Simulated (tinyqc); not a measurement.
Worked calculation: type-II superlattice in the two-band Kane model. Values are carried at full precision from step to step, so a last printed digit may differ when a step is redone from the rounded ones.

Motion along the axis, period d = a + b, c = hbar^2/2m0. Conduction and light-hole bands couple: (E - Ec)(E - Ev) = Ep c k^2 in each layer, with mass m(E) = (E - Ev)/Ep, which may be negative. The conduction envelope psi and psi'/m(E) are continuous; a layer carries them by [[cos kt, (m/k) sin kt], [-(k/m) sin kt, cos kt]] (cosh and sinh for k^2 < 0), and cos(q d) = tr(M_B M_A)/2. C1 is the first miniband above EvB, with its bottom at tr/2 = +1 and its top at -1; the gap is the bottom of C1 less the top heavy-hole level HH1.

Constants: hbar^2/2m0 = 3.80998211 eV angstrom^2; hc = 1239.841984 eV nm.

Parameters, chosen for this exercise (near those of an InAs/GaSb superlattice; shifted at random, so the results belong to these values and not to a real crystal): a = 26 angstrom (layer A); b = 27 angstrom (layer B); EcA = 0 eV (conduction edge of A); EvA = -0.411 eV (valence edge of A); EcB = 0.981 eV (conduction edge of B); EvB = 0.156 eV (valence edge of B); EpA = 14.5 eV (coupling energy in A); EpB = 17.7 eV (coupling energy in B); E = 0.354 eV (trial energy); mhA = 0.32 m0 (heavy hole in A); mhB = 0.28 m0 (heavy hole in B).

## Wave numbers and masses at one energy

Give k^2 and m(E) in both layers.

Layers:
```
layer  k^2 (1/angstrom^2)  m(E) (m0)
A               0.0049020    0.05276
B              -0.0018409    0.01119
```

In B the decay constant is 0.0429 1/angstrom; across the gap of B it peaks at mid-gap, at 0.0502, and vanishes at both edges.

## Transfer matrices

Form M_A, M_B and half the trace of their product.

M_A (angstrom units):
```
          1         2
1  -0.24699   0.73019
2   -1.2860  -0.24699
```

M_B (angstrom units):
```
        1        2
1  1.7495  0.37427
2  5.5060   1.7495
```

tr/2 = 1.3375

E lies in a gap of the coupled bands.

## Edges and effective gap

Heavy holes are uncoupled: with e = EvB - E, p = sqrt(mhB e/c), w = sqrt(mhA (EvB - EvA - e)/c), the top level HH1 at q = 0 solves (p/mhB) tan(p b/2) = (w/mhA) tanh(w a/2).

C1 is the first miniband above EvB: bottom at tr/2 = +1, top at -1. The gap is its bottom less HH1; cut-off wavelength hc/gap.

bottom of C1 = 0.3782 eV
top of C1 = 0.5252 eV
HH1 = 0.0620 eV
gap = 0.3162 eV
cut-off = 3.92 micrometre

The bulk edges overlap by 156 meV; confinement lifts the electrons by 378 meV and lowers the holes by 94 meV, which opens the gap. It is 0.77 of the smaller bulk gap.

## Electron mass along the axis

m_z = -2 c f'/d^2 with f = tr/2 differentiated at the bottom of C1 (central difference of 1e-6 eV); compare the bulk edge mass (EcA - EvA)/EpA.

f' = -14.20 1/eV
m_z = 0.0385 m0
bulk edge mass of A = 0.0283 m0

## Checks

- Bottom of C1 from the two-band matrix on a staggered grid of 0.5 angstrom against the transfer matrix, eV: both 0.378.

(tinyqc, `OMP_NUM_THREADS=1 python tinyqc.py 1252066 1252067 out.jsonl`, Intel(R) Xeon(R) Processor @ 2.30GHz, 1 thread, shared host, about 0.02 s.)
